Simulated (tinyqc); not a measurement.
# Changing the log10 of the dissolved activity a

Model: potential-pH (Pourbaix) lines of a metal, its cation, its oxide and an oxyanion, with a complexing ligand. Computed by tinyqc, a small Python program. Command: `OMP_NUM_THREADS=1 python tinyqc.py 3015188 3015189 out.jsonl pourb sweep`. One thread of a shared host (Intel(R) Xeon(R) Processor @ 2.30GHz), about 0.01 s of CPU time with the checks.

Potentials are against the standard hydrogen electrode; solids and water have unit activity; dG_f of M, H+ and the electron is zero; F = e N_A and s = R T ln(10)/F. The cation carries z = 2.

Inputs (values chosen for the exercise, modelled on nickel):
```
quantity,value,unit
dG_f of the cation,-46.29,kJ/mol
dG_f of the oxide,-212.9,kJ/mol
dG_f of the oxyanion,-271.1,kJ/mol
dG_f of water,-237.14,kJ/mol
temperature T,298.15,K
pH,2.3,-
potential E,-0.58,V
```

Species: M, M2+, MO, MO2(2-).

Constants: R = 8.314462618 J/(mol K); e = 1.602176634e-19 C; N_A = 6.02214076e+23 1/mol.

Method:
- M2+ + 2e = M; MO + 2H+ + 2e = M + H2O; MO2(2-) + 4H+ + 2e = M + 2H2O. For each, E0 = -dG/(z F), and E = E0 + (s/z) log10 a - (s n_H/z) pH, with no activity term for the oxide.
- Two oxidised species coexist where their lines against the metal cross: pH1 (cation/oxide) = [E0(oxide) - E0(cation)]/s - (log10 a)/z; pH2 (oxide/oxyanion) = {[E0(oxyanion) - E0(oxide)]/s + (log10 a)/z}/(4/z - 1).
- The metal is stable below the lowest of the three lines; above it, the species of the lowest line is stable. Water lines at 1 bar: hydrogen E = -s pH, oxygen E = -dG_f(water)/(2F) - s pH.

One run for each value:
```
log10 of the dissolved activity a,pH1,pH2,"width of the oxide field, pH2 - pH1",upper limit of immunity (V)
-8,10.178,11.674,1.4963,-0.47652
-7,9.678,12.174,2.4963,-0.44694
-6,9.178,12.674,3.4963,-0.41736
-5,8.678,13.174,4.4963,-0.38778
-4,8.178,13.674,5.4963,-0.35820
-3,7.678,14.174,6.4963,-0.32862
-2,7.178,14.674,7.4963,-0.29904
-1,6.678,15.174,8.4963,-0.26946
```

Over the rows, pH1 falls from 10.2 to 6.68; pH2 rises from 11.7 to 15.2; width of the oxide field, pH2 - pH1 rises from 1.50 to 8.50.

Caution (all rows): other oxidation states, hydroxides and hydrides are left out, and the lines say nothing of rates.

Extremes, crossings and ranges named in words are read from the listed rows.
